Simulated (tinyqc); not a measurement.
Plane-wave Kohn-Sham cycle with exchange-only LDA in a layered model solid, step by step. One step of it, computed by the program tinyqc.

Question. Iteration 2: potential. V_H(G) = 4 pi rho(G)/G^2 for G != 0 (uniform background); v_x = -(3 rho/pi)^(1/3); V = V_ext + V_H + v_x; Fourier components f(G_m) = (1/N) sum_j f(x_j) exp(-i G_m x_j).

A solid whose potential varies along x alone (atomic units):
```
parameter                      value
period a                    8.100000
cross-section of the cell  39.000000
electrons per cell                 4
grid points                       16
plane waves -n..n, n               3
k points                           1
V1 in V1 cos(2 pi x/a)     -0.680000
```

density after iteration 1 (e/bohr^3): [0.01272147, 0.01336883, 0.01415100, 0.01369458, 0.01254065, 0.01180445, 0.01167576, 0.01178109, 0.01184159, 0.01178109, 0.01167576, 0.01180445, 0.01254065, 0.01369458, 0.01415100, 0.01336883]

Give: Potentials on the grid; V(G_m), m = 0, 1, 2, ....

Answer.

Potentials on the grid (hartree):
```
x         V_ext       V_H      v_x        V
0.0000  -0.6800    0.0204  -0.2299  -0.8895
0.5062  -0.6282    0.0201  -0.2337  -0.8418
1.0125  -0.4808    0.0175  -0.2382  -0.7015
1.5188  -0.2602    0.0105  -0.2356  -0.4853
2.0250        0  3.34e-04  -0.2288  -0.2285
2.5312   0.2602   -0.0096  -0.2242   0.0264
3.0375   0.4808   -0.0169  -0.2234   0.2406
3.5438   0.6282   -0.0211  -0.2241   0.3831
4.0500   0.6800   -0.0224  -0.2245   0.4331
4.5563   0.6282   -0.0211  -0.2241   0.3831
5.0625   0.4808   -0.0169  -0.2234   0.2406
5.5687   0.2602   -0.0096  -0.2242   0.0264
6.0750        0  3.34e-04  -0.2288  -0.2285
6.5812  -0.2602    0.0105  -0.2356  -0.4853
7.0875  -0.4808    0.0175  -0.2382  -0.7015
7.5938  -0.6282    0.0201  -0.2337  -0.8418
```

V(G_m), m = 0, 1, 2, ... (hartree): [-0.2294, -0.3319, 0.0001, 0.0011, 0.0005, 0.0001, 0.0000]
